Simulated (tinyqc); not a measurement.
Classical nucleation, growth and JMAK kinetics of crystallisation from a melt or glass: one step, computed by the program tinyqc. Command: `OMP_NUM_THREADS=1 python tinyqc.py 3011627 3011628 out.jsonl nucl walk`. One thread of a shared host (Intel(R) Xeon(R) Processor @ 2.30GHz), about 0.01 s of CPU time with the checks.

A spherical nucleus with a sharp interface of isotropic energy gamma; lambda = Omega^(1/3) is the jump distance.

Task: Fraction transformed and grain size. JMAK with steady nucleation and growth, nuclei spread at random: extended fraction X_e = (pi/3) I u^3 t^4, X = 1 - exp(-X_e); t_X = [-3 ln(1 - X)/(pi I u^3)]^(1/4); final grains per volume = Gamma(5/4) (3/pi)^(1/4) (I/u)^(3/4), Gamma(5/4) = 0.9064024771. Grain size = (grains per volume)^(-1/3).

Inputs (values chosen for the exercise, for a model substance): temperature T = 872 K; time t = 35 s.

Nucleation: homogeneous. Driving force: Turnbull (linear).

nucleation rate I = 5.369523e+20 1/(m^3 s)

growth velocity u = 2.860743e-08 m/s

Give: extended fraction; fraction X at t; half time t_0.5; grains per volume; grain size.

Result:

extended fraction = 19755

fraction X at t = 1

half time t_0.5 = 2.694 s

grains per volume = 1.437e+21 1/m^3

grain size = 0.08862 micrometre

t is 13 half times: the change is complete.
